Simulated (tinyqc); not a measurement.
# Capacitance measurement on a leaky thin oxide: effects of series resistance and leakage, step by step

tinyqc, about 0.01 s, one thread, Intel Xeon 2.30GHz (shared host): `OMP_NUM_THREADS=1 python tinyqc.py 2022165 2022166 out.jsonl` Printed values are rounded.

The device is a capacitance C in parallel with a leakage conductance G, in series with Rs and Ls. An impedance meter reports either a parallel pair (Cp, Gp) from Y = 1/Z = Gp + i w Cp or a series pair (Cs, Rm) from Z = Rm + 1/(i w Cs); w = 2 pi f, dissipation D = Gp/(w |Cp|).

Values chosen for this exercise; values of the order met in thin-oxide MOS capacitors: relative permittivity of the gate insulator (close to silicon dioxide) eox = 3.9; insulator thickness tox = 1.9 nm; gate area A = 400 um^2; oxide-equivalent thickness added by the accumulation layer zc = 0.41 nm; oxide-equivalent thickness added by gate depletion zp = 0 nm; gate leakage current density, not matched to the thickness Jg = 9.1 A/cm^2; voltage for an e-fold rise of the leakage Vs = 0.35 V; series resistance Rs = 100 ohm; series inductance Ls = 0 nH; measuring frequency f = 2e5 Hz.

Constants: eps0 = 8.8541878128e-14 F/cm where lengths are in cm. Results are converted to the units shown.

## True capacitance and conductance

EOT = 3.9 tox/eox; CET = EOT + zc + zp; C = 3.9 eps0 A/CET; G = Jg A/Vs.

EOT = 1.9 nm
CET = 2.31 nm
C = 5.979452 pF
G = 104 uS

## What the meter reports

Z = Rs + i w Ls + 1/(G + i w C).

Z = 9665.452-691.104i ohm
Cp = 5.856989 pF
Gp = 102.9350 uS
Cs = 1151.454 pF
D = 13.98553

Cp is 2.0 % below C and Cs is 193 times it; G Rs = 0.0104, w C Rs = 7.51e-4 and G/(w C) = 13.8.
